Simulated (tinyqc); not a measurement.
Resistance of a source-drain extension with a graded tip: one step of the calculation.

y runs along the channel, the gate covers y > 0. The doping is N0 for y < y0 and N0 10^(-(y - y0)/la) beyond, uniform over the depth xj. Sheet conductance s(y) = q mu(N) max(N - Nch, 0) xj + (for y > 0) ma Cox Vo, with mu(N) = u0 + (u1 - u0)/(1 + (N/Nr)^au) and Cox = eps0 eox/tox. Current is taken as one-dimensional; depletion of the tip, spreading and the contact are left out. The metallurgical junction lies at yj, where N = Nch.

Question. Resistance of the overlapped part. Midpoint rule on 11 equal steps from 0 to yj: R_ov = sum h/s(y), per width.

Values chosen for this exercise; mobility law close to that of holes in silicon: relative permittivity of the gate insulator (close to silicon dioxide) eox = 3.9; insulator thickness tox = 1.4 nm; active doping of the extension far from the gate N0 = 1.1e20 cm^-3; lateral abruptness la = 5.1 nm/decade; position under the gate where the fall begins (gate edge at 0) y0 = 4.1 nm; depth of the extension xj = 27 nm; channel doping Nch = 5.2e17 cm^-3; gate overdrive Vo = 0.48 V; mobility of the gate-induced layer ma = 68 cm^2/(V s); mobility at low doping u1 = 470.5 cm^2/(V s); mobility at high doping u0 = 44.9 cm^2/(V s); reference doping Nr = 2.23e17 cm^-3; exponent au = 0.719.

Constants: q = 1.602176634e-19 C, eps0 = 8.8541878128e-14 F/cm where lengths are in cm. Results are converted to the units shown.

Give: y; N; doped conductance; sheet resistance; R_ov.

Answer.

```
point  y (nm)  N (cm^-3)  doped conductance (uS)  sheet resistance (ohm/square)
0      0.7254   1.100e20                    2357                          410.2
1       2.176   1.100e20                    2357                          410.2
2       3.627   1.100e20                    2357                          410.2
3       5.078   7.073e19                    1566                          607.3
4       6.529   3.674e19                   869.2                           1053
5       7.980   1.908e19                   494.5                           1739
6       9.431   9.912e18                   288.5                           2710
7       10.88   5.149e18                   170.6                           3982
8       12.33   2.674e18                   98.78                           5578
9       13.78   1.389e18                   50.74                           7619
10      15.23   7.215e17                   15.07                        1.046e4
```

R_ov = 50.75 ohm um

Program tinyqc, `OMP_NUM_THREADS=1 python tinyqc.py 2282104 2282105 out.jsonl`; Intel Xeon 2.30GHz, shared host, one thread, about 0.03 s.
